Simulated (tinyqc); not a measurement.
# Hall effect and magnetoresistance of several carrier groups with constant relaxation times, step by step

A worked calculation. Computed by tinyqc, a small Python program that keeps every step. Command: `OMP_NUM_THREADS=1 python tinyqc.py 3026196 3026197 out.jsonl hall2 walk`. One thread of a shared host (Intel(R) Xeon(R) Processor @ 2.30GHz), about 0.01 s of CPU time with the checks. Intermediate numbers are printed to about 6 digits and carried at full precision; extremes and crossings named in words are read from the listed rows.

Group 1 has charge -e and group 2 charge +e; s_i is that sign. B lies along z; mu B is formed with mu in m^2/(V s).

Inputs (values chosen for the exercise, for a model conductor): density n1 = 1.1e+17 1/cm^3; mobility mu1 = 2700 cm^2/(V s); density n2 = 3.8e+17 1/cm^3; mobility mu2 = 77 cm^2/(V s); magnetic field B = 12 T.

Carriers: electrons and holes. Densities: per volume.

Constants: e = 1.602176634e-19 C.

## Conductivity of each group

sigma_xx = sum n_i e mu_i/(1 + mu_i^2 B^2); sigma_xy = sum s_i n_i e mu_i^2 B/(1 + mu_i^2 B^2).

Parts (S/cm):
```
group      mu B  sigma_xx  sigma_xy
group 1    3.24   4.13866  -13.4093
group 2  0.0924   4.64828  0.429501
```

sigma_xx = 8.78694 S/cm

sigma_xy = -12.9798 S/cm

sigma at B = 0 = 52.2726 S/cm

## Resistivity, Hall coefficient and magnetoresistance

rho_xx = sigma_xx/(sigma_xx^2 + sigma_xy^2); Hall coefficient R_H = sigma_xy/(B (sigma_xx^2 + sigma_xy^2)), with B in V s/cm^2 (1 T = 1e-4 V s/cm^2); magnetoresistance MR = rho_xx(B)/rho_xx(0) - 1. Apparent density 1/(e |R_H|); Hall mobility |R_H|/rho_xx.

rho_xx = 0.0357652 ohm cm

Hall coefficient R_H = -44.0258 cm^3/C

magnetoresistance MR = 86.9539 %

apparent density = 1.41769e+17 1/cm^3

Hall mobility = 1230.97 cm^2/(V s)

A one-carrier reading would report electrons of density 1.42e17, against n1 = 1.1e17 and n2 = 3.8e17.

## Limits of weak and strong field

Weak field: R_H(0) = sum s_i n_i mu_i^2/(e (sum n_i mu_i)^2); MR = c B^2 with c = n1 n2 mu1 mu2 (s1 mu1 - s2 mu2)^2/(n1 mu1 + n2 mu2)^2. Strong field: R_H = 1/(e sum s_i n_i); rho_xx saturates at (n1/mu1 + n2/mu2)/(e (sum s_i n_i)^2).

R_H at weak field = -46.8878 cm^3/C

coefficient c = 0.00629586 1/T^2

R_H at strong field = 23.1167 cm^3/C

saturation MR = 2126.89 %

R_H changes sign between weak and strong field: the faster group rules at weak field, the denser one at strong field.

## Field dependence

rho_xx = sigma_xx/(sigma_xx^2 + sigma_xy^2); Hall coefficient R_H = sigma_xy/(B (sigma_xx^2 + sigma_xy^2)), with B in V s/cm^2 (1 T = 1e-4 V s/cm^2); magnetoresistance MR = rho_xx(B)/rho_xx(0) - 1.

Against the field:
```
B (T)        mu1 B  rho_xx (ohm cm)  R_H (cm^3/C)       MR (%)
0.19   5.13000e-02         0.019135      -46.8871  2.27278e-02
0.56   1.51200e-01         0.019168      -46.8813  1.97420e-01
1.5    4.05000e-01         0.019401      -46.8412  1.41563e+00
3.7    9.99000e-01         0.020773      -46.6053  8.58424e+00
9.3    2.51100e+00         0.029288      -45.1403  5.30936e+01
22     5.94000e+00         0.070120      -38.1152  2.66533e+02
56     1.51200e+01         0.215008      -13.1872  1.02390e+03
150    4.05000e+01         0.372899       13.9780  1.84924e+03
440    1.18800e+02         0.419037       21.9161  2.09042e+03
```

R_H changes sign between 56.0 and 150 T. MR starts as B^2.00 and ends as B^0.11; it saturates at 2130 %. One group alone would show no magnetoresistance in this model. The rows with mu1 B well above 1 show the semiclassical limit; Landau quantisation is left out. Fields above 100 T are beyond ordinary laboratory magnets.

## Back from four measured limits to the two groups

With z_i = s_i mu_i and w_i = s_i n_i the moments M_k = w1 z1^k + w2 z2^k are M_(-1) = (1 + MR_sat) M_0^2/M_1, M_0 = 1/(e R_strong), M_1 = sigma(0)/e, M_2 = R_weak sigma(0)^2/e. The z_i are the roots of z^2 + p z + q with M_2 + p M_1 + q M_0 = 0 and M_1 + p M_0 + q M_(-1) = 0; then w follows from M_0 and M_1. Group 1 is the faster.

p and q: [2623, -207900]

signed mobilities s_i mu_i (cm^2/(V s)): [-2700, 77.0000]

densities (1/cm^3): [1.10e+17, 3.80e+17]

Checks made by the program: weak-field formulas against the tensor at mu1 B = 1e-3 (relative difference 6e-09); recovered mobilities and densities against the inputs (relative difference below 1e-10).
